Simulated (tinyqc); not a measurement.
# Deformation potential from the mobility gain

Inverse problem. Tension X along [100] raises the x valleys by D = Xu (s11 - s12) X against the y and z valleys. Their share is f = w/(w + 2), w = exp(-D/Vt), and for current along [100] mu/mu0 = [f/ml + (1 - f)/mt]/[(1/ml + 2/mt)/3]. Find f, D and Xu.

Inputs (values chosen for the exercise); values close to those of silicon: temperature T = 300 K; compliance s11 = 7.65 1/TPa; compliance s12 = -2.14 1/TPa; longitudinal mass ml = 0.946 m0; transverse mass mt = 0.187 m0.

Constants: q = 1.602176634e-19 C, kB = 1.380649e-23 J/K, Vt = kB T/q. Results are converted to the units shown.

mu/mu0 = 1.27137095
X = 480 MPa

Solution. The gain is linear in f; w = 2 f/(1 - f).

f = 0.0856
D = 43.3 meV
Xu = 9.22 eV

tinyqc, about 0.01 s, one thread, Intel Xeon 2.30GHz (shared host): `OMP_NUM_THREADS=1 python tinyqc.py 2530032 2530033 out.jsonl`
